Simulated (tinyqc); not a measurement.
Inside a calculation. Model: X-ray reflectivity of a thin film on silicon: critical angles, Parratt recursion, fringes and roughness. Computed by tinyqc, a small Python program that keeps every step. Command: `OMP_NUM_THREADS=1 python tinyqc.py 3120813 3120814 out.jsonl xrr walk`. One thread of a shared host (Intel(R) Xeon(R) Processor @ 2.30GHz), about 0.01 s of CPU time with the checks. Intermediate numbers are printed to about 6 digits and carried at full precision; extremes and crossings named in words are read from the listed rows.

n = 1 - delta + i beta; the classical electron radius is r_e = 2.8179403e-6 nm. Layer 0 is vacuum, 1 the film, 2 the substrate.

Inputs (values chosen for the exercise, modelled on ruthenium on silicon, copper K-alpha radiation):

| quantity | value | unit |
|---|---|---|
| wavelength lambda | 0.15406 | nm |
| film density rho | 12.3 | g/cm^3 |
| effective electrons per unit mass, film | 0.434 | mol/g |
| beta/delta, film | 0.078 | - |
| film thickness d | 21.8 | nm |
| roughness of the surface sigma_1 | 0.71 | nm |
| roughness of the interface sigma_2 | 0.67 | nm |
| substrate density | 2.33 | g/cm^3 |
| effective electrons per unit mass, substrate | 0.507 | mol/g |
| beta/delta, substrate | 0.023 | - |
| grazing angle theta | 2.46 | degrees |

Constants: N_A = 6.02214076e+23 1/mol.

## Optical constants

delta = r_e lambda^2 rho_e/(2 pi), rho_e = density x electrons per mass x N_A; critical angle sqrt(2 delta), q_c = 4 sqrt(pi r_e rho_e).

Constants:

| layer | rho_e (1/nm^3) | delta | beta | critical angle (degrees) | q_c (1/nm) |
|---|---|---|---|---|---|
| film | 3214.74 | 3.42198e-05 | 2.66914e-06 | 0.473998 | 0.674798 |
| substrate | 711.40 | 7.57263e-06 | 1.74170e-07 | 0.222977 | 0.317437 |

The film is denser in electrons than the substrate; X-rays tunnel through a film of a few nanometres, so the edge of total reflection moves to the value of the film only as it thickens.

## Critical angle of the film

The formulas are those given above.

critical angle of the film = 0.473998 degrees

## Reflectivity at one angle

k_j = (2 pi/lambda) sqrt(sin^2 theta - 2 delta_j + 2 i beta_j); r_ij = (k_i - k_j)/(k_i + k_j) x exp(-2 k_i k_j sigma^2) (Nevot-Croce); r = (r_01 + r_12 p)/(1 + r_01 r_12 p), p = exp(2 i k_1 d); R = |r|^2.

k_0, k_1, k_2 (1/nm): 1.75053  1.71771+0.00258i  1.74332+0.00017i

1000 r_01 = 0.456323-0.038373i

1000 r_12 = -0.502825+0.050069i

p = 0.781379-0.433195i

reflectivity R = 5.50181e-08

q = 4 pi sin(theta)/lambda = 3.50106 1/nm

## Fringe period, contrast and decay

Far above the critical angle the period is d theta = lambda/(2 d), or 2 pi/d in q; the envelope runs between (|r_01| - |r_12 p|)^2 and (|r_01| + |r_12 p|)^2; contrast = 2 a b/(a^2 + b^2) with a = |r_01|, b = |r_12 p|; roughness factors on the amplitudes are about exp(-q^2 sigma^2/2).

period in theta = 0.202454 degrees

period in q = 0.288220 1/nm

contrast = 0.999899

roughness factor, surface = 0.0455258

roughness factor, interface = 0.0638530

## Thickness from the minima

Minima of R theta^4 are located on 6001 points over 7.5 periods, from 1.15 times the larger critical angle. With refraction, sin^2(theta_m) = 2 delta + m^2 (lambda/(2 d))^2, m integer or half-integer; the first six minima are used, and the first order is the one that minimises the largest residual of the least-squares line plus the distance of its intercept from 2 delta. Without refraction, d = lambda/(2 x mean step of sin theta).

Minima:

| order m | theta (degrees) | sin^2 theta |
|---|---|---|
| 2 | 0.62481 | 1.18916e-04 |
| 3 | 0.77134 | 1.81226e-04 |
| 4 | 0.93912 | 2.68634e-04 |
| 5 | 1.11855 | 3.81074e-04 |
| 6 | 1.30481 | 5.18527e-04 |
| 7 | 1.49511 | 6.80775e-04 |

d with refraction = 21.7978 nm

d without refraction = 25.3608 nm

Against d = 21.8 nm the errors are -0.01 % with and +16.33 % without refraction. The orders are integers, as r_01 and r_12 have opposite signs for a film denser than the substrate.

## Which roughness does what

R is averaged over one period above each angle (64 points); contrast = (max - min)/(max + min) of R theta^4 over that period. Cases: smooth; only sigma_1; only sigma_2; both.

Mean R and contrast:

| theta (degrees) | R smooth | contrast | R, sigma_1 | contrast, sigma_1 | R, sigma_2 | contrast, sigma_2 | R, both | contrast, both |
|---|---|---|---|---|---|---|---|---|
| 0.8 | 9.93023e-03 | 0.867227 | 6.41096e-03 | 0.987897 | 8.87306e-03 | 0.721652 | 5.35055e-03 | 0.904902 |
| 1.2 | 1.98556e-03 | 0.904394 | 8.75747e-04 | 0.946798 | 1.53045e-03 | 0.589355 | 4.51373e-04 | 0.952039 |
| 1.8 | 3.83549e-04 | 0.927266 | 1.27082e-04 | 0.490795 | 2.66921e-04 | 0.288985 | 1.27846e-05 | 0.985602 |
| 2.5 | 1.09982e-04 | 0.941198 | 3.61112e-05 | 0.097360 | 7.27400e-05 | 0.067258 | 1.96404e-07 | 0.998444 |
| 3.5 | 2.99184e-05 | 0.950118 | 1.01361e-05 | 0.005560 | 1.93468e-05 | 0.004388 | 1.54343e-10 | 0.956218 |

At 2.5 degrees sigma_1 alone multiplies the mean R by 0.33 and sigma_2 alone by 0.66; the contrast goes from 0.94 (smooth) to 0.10 and 0.07.

Checks made by the program: smooth bare substrate far above q_c against (q_c/2q)^4 (relative difference 1e-03).
